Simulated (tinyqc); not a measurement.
Worked calculation: CCSD on RHF in the sto-3g basis, frozen core, for BeH2, spin multiplicity 1. Computed by tinyqc, a small Python program that keeps every step (integrals from PySCF). Settings: charge = 0, multiplicity = 1, basis = sto-3g, method = RHF, frozen orbitals = 1, energy threshold = 1e-10, iteration cap = 54, orthogonalisation = canonical, start = Wolfsberg-Helmholz matrix, DIIS depth = 6, amplitude equations = CCSD, DIIS depth for amplitudes = 0, cap on updates = 90. Command: `OMP_NUM_THREADS=1 python tinyqc.py 29620 29621 out.jsonl` (the two numbers bound the seeds that draw the settings). One thread of a shared host (Intel(R) Xeon(R) Processor @ 2.60GHz), about 0.2 s of CPU time with the checks. The early iterations of the SCF are left out here.

## One-electron integrals

Geometry (angstrom):

| atom | x | y | z |
|---|---|---|---|
| Be | 0.00000 | 0.00000 | 0.00000 |
| H | 0.00000 | 1.27300 | 0.00000 |
| H | 0.00000 | -1.27300 | 0.00000 |

Basis sto-3g: exponents (1/bohr^2) and contraction coefficients of normalised primitives:

| element | l (shell) | exponent | coefficient |
|---|---|---|---|
| Be | s (1) | 30.16787 | 0.15433 |
| Be | s (1) | 5.49512 | 0.53533 |
| Be | s (1) | 1.48719 | 0.44463 |
| Be | s (2) | 1.31483 | -0.09997 |
| Be | s (2) | 0.30554 | 0.39951 |
| Be | s (2) | 0.09937 | 0.70012 |
| Be | p (3) | 1.31483 | 0.15592 |
| Be | p (3) | 0.30554 | 0.60768 |
| Be | p (3) | 0.09937 | 0.39196 |
| H | s (1) | 3.42525 | 0.15433 |
| H | s (1) | 0.62391 | 0.53533 |
| H | s (1) | 0.16886 | 0.44463 |

Overlap, kinetic and nuclear-attraction integrals over the contracted functions; the nuclear repulsion is the sum of Za Zb / Rab.

nuclear repulsion = 3.5333906 hartree

overlap S:
```
          1Be 1s   1Be 2s  1Be 2px   1Be 2py  1Be 2pz    2H 1s     3H 1s
1Be 1s   1.00000  0.25952  0.00000   0.00000  0.00000  0.08058   0.08058
1Be 2s   0.25952  1.00000  0.00000   0.00000  0.00000  0.48729   0.48729
1Be 2px  0.00000  0.00000  1.00000   0.00000  0.00000  0.00000   0.00000
1Be 2py  0.00000  0.00000  0.00000   1.00000  0.00000  0.54381  -0.54381
1Be 2pz  0.00000  0.00000  0.00000   0.00000  1.00000  0.00000   0.00000
2H 1s    0.08058  0.48729  0.00000   0.54381  0.00000  1.00000   0.04540
3H 1s    0.08058  0.48729  0.00000  -0.54381  0.00000  0.04540   1.00000
```

kinetic energy T (hartree):
```
           1Be 1s    1Be 2s  1Be 2px   1Be 2py  1Be 2pz     2H 1s     3H 1s
1Be 1s    6.69397  -0.03301  0.00000   0.00000  0.00000  -0.01668  -0.01668
1Be 2s   -0.03301   0.21111  0.00000   0.00000  0.00000   0.07993   0.07993
1Be 2px   0.00000   0.00000  0.66059   0.00000  0.00000   0.00000   0.00000
1Be 2py   0.00000   0.00000  0.00000   0.66059  0.00000   0.21692  -0.21692
1Be 2pz   0.00000   0.00000  0.00000   0.00000  0.66059   0.00000   0.00000
2H 1s    -0.01668   0.07993  0.00000   0.21692  0.00000   0.76003  -0.01037
3H 1s    -0.01668   0.07993  0.00000  -0.21692  0.00000  -0.01037   0.76003
```

nuclear attraction V (hartree):
```
            1Be 1s    1Be 2s   1Be 2px   1Be 2py   1Be 2pz     2H 1s     3H 1s
1Be 1s   -15.39248  -2.11500   0.00000   0.00000   0.00000  -0.65802  -0.65802
1Be 2s    -2.11500  -3.07961   0.00000   0.00000   0.00000  -1.48420  -1.48420
1Be 2px    0.00000   0.00000  -2.97843   0.00000   0.00000   0.00000   0.00000
1Be 2py    0.00000   0.00000   0.00000  -3.22686   0.00000  -1.62188   1.62188
1Be 2pz    0.00000   0.00000   0.00000   0.00000  -2.97843   0.00000   0.00000
2H 1s     -0.65802  -1.48420   0.00000  -1.62188   0.00000  -3.07993  -0.16089
3H 1s     -0.65802  -1.48420   0.00000   1.62188   0.00000  -0.16089  -3.07993
```

core Hamiltonian H = T + V (hartree):
```
           1Be 1s    1Be 2s   1Be 2px   1Be 2py   1Be 2pz     2H 1s     3H 1s
1Be 1s   -8.69850  -2.14801   0.00000   0.00000   0.00000  -0.67471  -0.67471
1Be 2s   -2.14801  -2.86850   0.00000   0.00000   0.00000  -1.40427  -1.40427
1Be 2px   0.00000   0.00000  -2.31784   0.00000   0.00000   0.00000   0.00000
1Be 2py   0.00000   0.00000   0.00000  -2.56626   0.00000  -1.40496   1.40496
1Be 2pz   0.00000   0.00000   0.00000   0.00000  -2.31784   0.00000   0.00000
2H 1s    -0.67471  -1.40427   0.00000  -1.40496   0.00000  -2.31990  -0.17126
3H 1s    -0.67471  -1.40427   0.00000   1.40496   0.00000  -0.17126  -2.31990
```

## Two-electron integrals

Functions are numbered as in S; the eight-fold symmetry (ij|kl) = (ji|kl) = (kl|ij) leaves the list below.

Two-electron integrals (ij|kl) in chemists' order, unique and non-zero (hartree):
```
(11|11) 2.29883    (21|11) 0.39204    (21|21) 0.07954    (22|11) 0.57099
(22|21) 0.14304    (22|22) 0.41768    (31|31) 0.01461    (32|31) 0.02189
(32|32) 0.09226    (33|11) 0.56958    (33|21) 0.14308    (33|22) 0.41759
(33|33) 0.44986    (41|41) 0.01461    (42|41) 0.02189    (42|42) 0.09226
(43|43) 0.02425    (44|11) 0.56958    (44|21) 0.14308    (44|22) 0.41759
(44|33) 0.40136    (44|44) 0.44986    (51|51) 0.01461    (52|51) 0.02189
(52|52) 0.09226    (53|53) 0.02425    (54|54) 0.02425    (55|11) 0.56958
(55|21) 0.14308    (55|22) 0.41759    (55|33) 0.40136    (55|44) 0.40136
(55|55) 0.44986    (61|11) 0.12085    (61|21) 0.02448    (61|22) 0.04426
(61|33) 0.04394    (61|41) 0.00222    (61|42) 0.00411    (61|44) 0.04494
(61|55) 0.04394    (61|61) 0.00792    (62|11) 0.24678    (62|21) 0.06248
(62|22) 0.19334    (62|33) 0.18658    (62|41) 0.00823    (62|42) 0.04667
(62|44) 0.20669    (62|55) 0.18658    (62|61) 0.02120    (62|62) 0.12461
(63|31) 0.00629    (63|32) 0.02795    (63|43) 0.00849    (63|63) 0.01284
(64|11) 0.24924    (64|21) 0.06396    (64|22) 0.20779    (64|33) 0.19556
(64|41) 0.01359    (64|42) 0.07339    (64|44) 0.23202    (64|55) 0.19556
(64|61) 0.02290    (64|62) 0.15352    (64|64) 0.19757    (65|51) 0.00629
(65|52) 0.02795    (65|54) 0.00849    (65|65) 0.01284    (66|11) 0.41059
(66|21) 0.10592    (66|22) 0.36286    (66|33) 0.33668    (66|41) 0.01790
(66|42) 0.12498    (66|44) 0.41488    (66|55) 0.33668    (66|61) 0.03726
(66|62) 0.28659    (66|64) 0.37758    (66|66) 0.77461    (71|11) 0.12085
(71|21) 0.02448    (71|22) 0.04426    (71|33) 0.04394    (71|41) -0.00222
(71|42) -0.00411   (71|44) 0.04494    (71|55) 0.04394    (71|61) 0.00720
(71|62) 0.01789    (71|64) 0.01748    (71|66) 0.02971    (71|71) 0.00792
(72|11) 0.24678    (72|21) 0.06248    (72|22) 0.19334    (72|33) 0.18658
(72|41) -0.00823   (72|42) -0.04667   (72|44) 0.20669    (72|55) 0.18658
(72|61) 0.01789    (72|62) 0.07023    (72|64) 0.06744    (72|66) 0.12112
(72|71) 0.02120    (72|72) 0.12461    (73|31) 0.00629    (73|32) 0.02795
(73|43) -0.00849   (73|63) 0.00603    (73|73) 0.01284    (74|11) -0.24924
(74|21) -0.06396   (74|22) -0.20779   (74|33) -0.19556   (74|41) 0.01359
(74|42) 0.07339    (74|44) -0.23202   (74|55) -0.19556   (74|61) -0.01748
(74|62) -0.06744   (74|64) -0.06083   (74|66) -0.11291   (74|71) -0.02290
(74|72) -0.15352   (74|74) 0.19757    (75|51) 0.00629    (75|52) 0.02795
(75|54) -0.00849   (75|65) 0.00603    (75|75) 0.01284    (76|11) 0.02920
(76|21) 0.00720    (76|22) 0.02011    (76|33) 0.01977    (76|44) 0.02077
(76|55) 0.01977    (76|61) 0.00224    (76|62) 0.00955    (76|64) 0.01044
(76|66) 0.01843    (76|71) 0.00224    (76|72) 0.00955    (76|74) -0.01044
(76|76) 0.00099    (77|11) 0.41059    (77|21) 0.10592    (77|22) 0.36286
(77|33) 0.33668    (77|41) -0.01790   (77|42) -0.12498   (77|44) 0.41488
(77|55) 0.33668    (77|61) 0.02971    (77|62) 0.12112    (77|64) 0.11291
(77|66) 0.20776    (77|71) 0.03726    (77|72) 0.28659    (77|74) -0.37758
(77|76) 0.01843    (77|77) 0.77461
```

## Orthogonalisation

S = U s U^T; canonical form X = U s^(-1/2), so that X^T S X = 1. Each column of U has its largest component positive (the first on a tie).

eigenvalues of S: 0.20790  0.31510  0.93112  1.00000  1.00000  1.74670  1.79918

X:
```
                1         2         3        4        5         6        7
1Be 1s    0.00000  -0.29628   0.96849  0.00000  0.00000   0.00000  0.23455
1Be 2s    0.00000   1.30047  -0.10135  0.00000  0.00000   0.00000  0.50428
1Be 2px   0.00000   0.00000   0.00000  0.00000  1.00000   0.00000  0.00000
1Be 2py   1.52775   0.00000   0.00000  0.00000  0.00000   0.54286  0.00000
1Be 2pz   0.00000   0.00000   0.00000  1.00000  0.00000   0.00000  0.00000
2H 1s    -1.11264  -0.83504  -0.25073  0.00000  0.00000   0.37270  0.35107
3H 1s     1.11264  -0.83504  -0.25073  0.00000  0.00000  -0.37270  0.35107
```

Within a degenerate level the vectors are fixed only up to a rotation; this is one choice.

## Iteration 5 (converged): orbitals

converged F (hartree):
```
           1Be 1s    1Be 2s  1Be 2px   1Be 2py  1Be 2pz     2H 1s     3H 1s
1Be 1s   -4.51418  -1.28807  0.00000   0.00000  0.00000  -0.41067  -0.41067
1Be 2s   -1.28807  -0.64562  0.00000   0.00000  0.00000  -0.44402  -0.44402
1Be 2px   0.00000   0.00000  0.21023   0.00000  0.00000   0.00000   0.00000
1Be 2py   0.00000   0.00000  0.00000  -0.26485  0.00000  -0.34255   0.34255
1Be 2pz   0.00000   0.00000  0.00000   0.00000  0.21023   0.00000   0.00000
2H 1s    -0.41067  -0.44402  0.00000  -0.34255  0.00000  -0.34362  -0.06518
3H 1s    -0.41067  -0.44402  0.00000   0.34255  0.00000  -0.06518  -0.34362
```

Diagonalise F' = X^T F X, C = X C', fill 3 alpha and 3 beta electrons from the bottom; D = 2 C_occ C_occ^T. Each column has its largest component positive (the first on a tie).

F' = X^T F X (hartree):
```
         1        2         3        4        5         6         7
1  1.02152  0.00000   0.00000  0.00000  0.00000   0.03499   0.00000
2  0.00000  0.45665   0.36588  0.00000  0.00000   0.00000   0.14435
3  0.00000  0.36588  -3.68557  0.00000  0.00000   0.00000  -1.60600
4  0.00000  0.00000   0.00000  0.21023  0.00000   0.00000   0.00000
5  0.00000  0.00000   0.00000  0.00000  0.21023   0.00000   0.00000
6  0.03499  0.00000   0.00000  0.00000  0.00000  -0.43262   0.00000
7  0.00000  0.14435  -1.60600  0.00000  0.00000   0.00000  -1.26767
```

orbital energies (hartree): MO1 -4.51766, MO2 -0.46766, MO3 -0.43347, MO4 0.21023, MO5 0.21023, MO6 0.48873, MO7 1.02236

coefficients C:
```
              MO1       MO2       MO3       MO4      MO5       MO6       MO7
1Be 1s    0.99175  -0.22949   0.00000   0.00000  0.00000  -0.21104   0.00000
1Be 2s    0.03156   0.54277   0.00000   0.00000  0.00000   1.28849   0.00000
1Be 2px   0.00000   0.00000   0.00000  -0.12035  0.99273   0.00000   0.00000
1Be 2py   0.00000   0.00000   0.50598   0.00000  0.00000   0.00000   1.54036
1Be 2pz   0.00000   0.00000   0.00000   0.99273  0.12035   0.00000   0.00000
2H 1s    -0.00213   0.39595   0.39934   0.00000  0.00000  -0.85242  -1.10335
3H 1s    -0.00213   0.39595  -0.39934   0.00000  0.00000  -0.85242   1.10335
```

D after iteration 5:
```
           1Be 1s    1Be 2s  1Be 2px   1Be 2py  1Be 2pz     2H 1s     3H 1s
1Be 1s    2.07245  -0.18652  0.00000   0.00000  0.00000  -0.18596  -0.18596
1Be 2s   -0.18652   0.59120  0.00000   0.00000  0.00000   0.42968   0.42968
1Be 2px   0.00000   0.00000  0.00000   0.00000  0.00000   0.00000   0.00000
1Be 2py   0.00000   0.00000  0.00000   0.51202  0.00000   0.40411  -0.40411
1Be 2pz   0.00000   0.00000  0.00000   0.00000  0.00000   0.00000   0.00000
2H 1s    -0.18596   0.42968  0.00000   0.40411  0.00000   0.63250  -0.00539
3H 1s    -0.18596   0.42968  0.00000  -0.40411  0.00000  -0.00539   0.63250
```

Within a degenerate level the vectors are fixed only up to a rotation; this is one choice.

## Convergence

Stop when the energy changes by less than 1e-10 hartree and every element of the error matrix X^T (F D S - S D F) X is below 3e-06.

Course of the cycle:

| iteration | E (hartree) | change | largest element of the error matrix |
|---|---|---|---|
| 1 | -15.5516010 | - | 1.44e-01 |
| 2 | -15.5609335 | -9.33e-03 | 1.69e-02 |
| 3 | -15.5610855 | -1.52e-04 | 1.20e-03 |
| 4 | -15.5610872 | -1.66e-06 | 9.80e-06 |
| 5 | -15.5610872 | -6.11e-11 | 3.24e-07 |

PySCF RHF in the same basis = -15.5610872 hartree

Converged in 5 iterations.

## Integrals over molecular orbitals

(pq|rs) = sum C_ip C_jq C_kr C_ls (ij|kl), one index at a time.

one-electron integrals over orbitals h = C^T H C (hartree):
```
          1         2         3         4         5         6         7
1  -8.68677   0.23169   0.00000   0.00000   0.00000   0.18778   0.00000
2   0.23169  -2.51109   0.00000   0.00000   0.00000  -0.14921   0.00000
3   0.00000   0.00000  -2.47783   0.00000   0.00000   0.00000  -0.26642
4   0.00000   0.00000   0.00000  -2.31784   0.00000   0.00000   0.00000
5   0.00000   0.00000   0.00000   0.00000  -2.31784   0.00000   0.00000
6   0.18778  -0.14921   0.00000   0.00000   0.00000  -1.91784   0.00000
7   0.00000   0.00000  -0.26642   0.00000   0.00000   0.00000  -1.76920
```

Two-electron integrals over orbitals (pq|rs), unique and non-zero (hartree); the lowest 1 orbital is frozen and left out:
```
(22|22) 0.40513    (32|32) 0.16552    (33|22) 0.41860    (33|33) 0.44163
(42|42) 0.05015    (43|43) 0.01525    (44|22) 0.37356    (44|33) 0.36189
(44|44) 0.44986    (52|52) 0.05015    (53|53) 0.01525    (54|54) 0.02425
(55|22) 0.37356    (55|33) 0.36189    (55|44) 0.40136    (55|55) 0.44986
(62|22) -0.02770   (62|33) -0.05023   (62|44) 0.04789    (62|55) 0.04789
(62|62) 0.07647    (63|32) -0.09587   (63|63) 0.08315    (64|42) 0.04759
(64|64) 0.05109    (65|52) 0.04759    (65|65) 0.05109    (66|22) 0.40230
(66|33) 0.41328    (66|44) 0.37078    (66|55) 0.37078    (66|62) -0.03748
(66|66) 0.41626    (72|32) -0.04589   (72|63) 0.06110    (72|72) 0.05652
(73|22) -0.00822   (73|33) -0.02309   (73|44) 0.05578    (73|55) 0.05578
(73|62) 0.07165    (73|66) -0.02885   (73|73) 0.08122    (74|43) 0.01386
(74|74) 0.01637    (75|53) 0.01386    (75|75) 0.01637    (76|32) 0.14347
(76|63) -0.09680   (76|72) -0.05810   (76|76) 0.14188    (77|22) 0.43571
(77|33) 0.45495    (77|44) 0.39444    (77|55) 0.39444    (77|62) -0.04217
(77|66) 0.44249    (77|73) -0.01615   (77|77) 0.49812
```

## CCSD: starting amplitudes

t_ij^ab = <ij||ab> / (e_i + e_j - e_a - e_b), whose energy is MP2.

Starting amplitudes (spin orbitals 1a, 1b, ...; amplitudes related by a flip of all spins are not repeated):

| from | to | t |
|---|---|---|
| 3a 3b | 6a 6b | -0.04508 |
| 2a 2b | 6a 6b | -0.03998 |
| 2a 2b | 4a 4b | -0.03699 |
| 2a 2b | 5a 5b | -0.03699 |
| 2a 3b | 6a 7b | -0.02970 |
| 3a 3b | 7a 7b | -0.02789 |
| 2a 3b | 6b 7a | 0.02533 |
| 2a 2b | 7a 7b | -0.01897 |
| 3a 3b | 4a 4b | -0.01184 |
| 3a 3b | 5a 5b | -0.01184 |
| 2a 3a | 6a 7a | -0.00438 |

correlation energy = -0.0216591 hartree

## CCSD: amplitude update 1

t_i^a D_i^a and t_ij^ab D_ij^ab are set to the remaining terms of the spin-orbital equations, evaluated with the old amplitudes; for the doubles these are <ij||ab> + 1/2 <ab||ef> t_ij^ef + 1/2 <mn||ij> t_mn^ab + P(ij)P(ab) <mb||ej> t_im^ae + terms in t^2 + terms with t1, D the orbital-energy denominators.

Amplitudes after update 1 (spin orbitals 1a, 1b, ...; amplitudes related by a flip of all spins are not repeated):

| from | to | t |
|---|---|---|
| 3a 3b | 6a 6b | -0.06094 |
| 2a 2b | 6a 6b | -0.05140 |
| 2a 2b | 5a 5b | -0.04748 |
| 2a 2b | 4a 4b | -0.04748 |
| 2a 3b | 6a 7b | -0.04032 |
| 2a 3b | 6b 7a | 0.03529 |
| 3a 3b | 7a 7b | -0.03503 |
| 2a 2b | 7a 7b | -0.02414 |
| 3a 3b | 4a 4b | -0.00957 |
| 3a 3b | 5a 5b | -0.00957 |
| 2a 3a | 6a 7a | -0.00503 |
| 2a | 6a | 0.00479 |
| 3a | 7a | -0.00131 |

correlation energy = -0.0284577 hartree

## CCSD: convergence

E_corr = 1/4 sum <ij||ab> t_ij^ab + 1/2 sum <ij||ab> t_i^a t_j^b; stop when the norm of the change is below 1e-8.

Course of the amplitude iterations:

| update | correlation energy (hartree) | norm of the change |
|---|---|---|
| 0 | -0.0216591 | - |
| 1 | -0.0284577 | 6.71e-02 |
| 2 | -0.0307286 | 2.53e-02 |
| 3 | -0.0315277 | 1.08e-02 |
| 4 | -0.0318265 | 5.14e-03 |
| 5 | -0.0319456 | 2.61e-03 |
| 6 | -0.0319960 | 1.38e-03 |
| 7 | -0.0320187 | 7.46e-04 |
| 8 | -0.0320295 | 4.07e-04 |
| 9 | -0.0320348 | 2.24e-04 |
| 10 | -0.0320375 | 1.23e-04 |
| 11 | -0.0320389 | 6.81e-05 |
| 12 | -0.0320397 | 3.77e-05 |
| 13 | -0.0320401 | 2.08e-05 |
| 14 | -0.0320403 | 1.15e-05 |
| 15 | -0.0320404 | 6.39e-06 |
| 16 | -0.0320405 | 3.54e-06 |
| 17 | -0.0320405 | 1.96e-06 |
| 18 | -0.0320406 | 1.09e-06 |
| 19 | -0.0320406 | 6.02e-07 |
| 20 | -0.0320406 | 3.34e-07 |
| 21 | -0.0320406 | 1.85e-07 |
| 22 | -0.0320406 | 1.03e-07 |
| 23 | -0.0320406 | 5.68e-08 |
| 24 | -0.0320406 | 3.15e-08 |
| 25 | -0.0320406 | 1.75e-08 |
| 26 | -0.0320406 | 9.69e-09 |

Converged amplitudes (spin orbitals 1a, 1b, ...; amplitudes related by a flip of all spins are not repeated):

| from | to | t |
|---|---|---|
| 3a 3b | 6a 6b | -0.07382 |
| 2a 2b | 6a 6b | -0.05555 |
| 2a 2b | 5a 5b | -0.05495 |
| 2a 2b | 4a 4b | -0.05495 |
| 2a 3b | 6a 7b | -0.04545 |
| 2a 3b | 6b 7a | 0.03989 |
| 3a 3b | 7a 7b | -0.03786 |
| 2a 2b | 7a 7b | -0.02630 |
| 2a | 6a | 0.01012 |
| 2a 3a | 6a 7a | -0.00556 |
| 3a | 7a | -0.00324 |
| 3a 3b | 5a 5b | -0.00258 |
| 3a 3b | 4a 4b | -0.00258 |

CCSD total energy = -15.5931278 hartree

T1 diagnostic, norm of the one-spin t1 over sqrt(correlated electrons) = 0.00531

Converged in 26 updates.
